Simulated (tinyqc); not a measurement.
A log to judge: Landau-Devonshire theory of a uniaxial ferroelectric. Computed by tinyqc. Command: `OMP_NUM_THREADS=1 python tinyqc.py 3013616 3013617 out.jsonl ferro walk`. One thread of a shared host (Intel(R) Xeon(R) Processor @ 2.30GHz), about 0.01 s of CPU time with the checks.

G(P) = (alpha/2) P^2 + (beta*/4) P^4 + (gamma/6) P^6 - E P per volume, SI units, one domain, P along the polar axis, which is normal to the film.

Inputs (values chosen for the exercise, modelled on barium titanate):
```
quantity                         value         unit
alpha_0                         680000  J m/(C^2 K)
Curie-Weiss temperature T0         381            K
beta                         -8.21e+08    J m^5/C^4
gamma                         1.67e+10    J m^9/C^6
temperature T                      322            K
misfit strain u_m               -0.013            -
electrostriction Q12            -0.043      m^4/C^2
compliance s11 + s12           5.6e-12        m^2/N
applied field E                     40         MV/m
start of Newton steps P0/Ps       0.35            -
```

Sample: epitaxial film.

Constants: eps_0 = 8.8541878128e-12 F/m.

Method:
- alpha = alpha_0 (T - T0*), with clamping: T0* = T0 + 4 Q12 u_m/(alpha_0 (s11 + s12)), beta* = beta + 4 Q12^2/(s11 + s12).
- Ps^2 = [-beta* + sqrt(beta*^2 - 4 alpha gamma)]/(2 gamma).
- chi = 1/(eps_0 G''), G'' = alpha + 3 beta* P^2 + 5 gamma P^4 at Ps. Ps, chi and the coercive field are for perfect screening, without a depolarising field. The intrinsic coercive field is |alpha P + beta* P^3 + gamma P^5| at the P_c where G'' = 0. 1 C/m^2 = 100 microcoulomb/cm^2.
- Solve G'(P) = alpha P + beta* P^3 + gamma P^5 - E = 0 by P(new) = P - G'/G'' from P0; stop when the step is below 1e-11 C/m^2 (G' under 1e-6 MV/m is shown as 0).

Newton steps:
```
step  P (microcoulomb/cm^2)     G' (MV/m)  G'' (MJ m/C^2)
1                   13.4619  -9.71947e+01        -384.816
2                  -11.7956   1.06292e+01        -402.382
3                   -9.1541  -2.67184e-01        -420.980
4                   -9.2175  -1.07366e-04        -420.641
5                   -9.2176             0        -420.641
```

Can the last value be used, and what does the course show?

No. The steps end on a root with G'' < 0, the maximum of G between the wells: the start lay inside P_c, where the curvature is negative. Reruns converge with start of Newton steps P0/Ps = 1.0; or with start of Newton steps P0/Ps = 2.0.
